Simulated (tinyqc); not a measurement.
First phase against the interface composition: thermodynamics of metal silicides: hull, first phase, silicon consumed, nucleation and stability against SiO2. Computed by tinyqc, a small Python program. Command: `OMP_NUM_THREADS=1 python tinyqc.py 3018254 3018255 out.jsonl silphase walk`. One thread of a shared host (Intel(R) Xeon(R) Processor @ 2.30GHz), about 0.01 s of CPU time with the checks.

Entropies of formation of the solids are neglected, so heats stand for free energies. Si fractions: M5Si3 0.3750, MSi 0.5000, MSi2 0.6667.

Inputs (values chosen for the exercise, of the order of those of titanium silicides for heats and volumes only): heat of formation of M5Si3 = -70.5 kJ/mol atoms; heat of formation of MSi = -67.6 kJ/mol atoms; heat of formation of MSi2 = -48.6 kJ/mol atoms.

Phases: M5Si3, MSi, MSi2.

Method. Effective heat of formation: at the interface the mixture has the Si fraction x_e; the limiting element scales the heat, H_eff = H x_e/x if x_e < x, H (1 - x_e)/(1 - x) otherwise. The rule names the most negative as the first phase; its restriction to congruently melting phases is left out here.

H_eff (kJ/mol atoms):
```
x_e     M5Si3      MSi     MSi2  first phase
0.10  -18.800  -13.520   -7.290        M5Si3
0.20  -37.600  -27.040  -14.580        M5Si3
0.30  -56.400  -40.560  -21.870        M5Si3
0.36  -67.680  -48.672  -26.244        M5Si3
0.42  -65.424  -56.784  -30.618        M5Si3
0.48  -58.656  -64.896  -34.992          MSi
0.54  -51.888  -62.192  -39.366          MSi
0.60  -45.120  -54.080  -43.740          MSi
0.66  -38.352  -45.968  -48.114         MSi2
0.75  -28.200  -33.800  -36.450         MSi2
```

What follows from these numbers?

Each phase is a triangle with its apex at its own composition. In order of x_e the first phase is M5Si3, then MSi, then MSi2. On either side of all three the ranking is that of H/x (Si-poor) or H/(1 - x) (Si-rich).
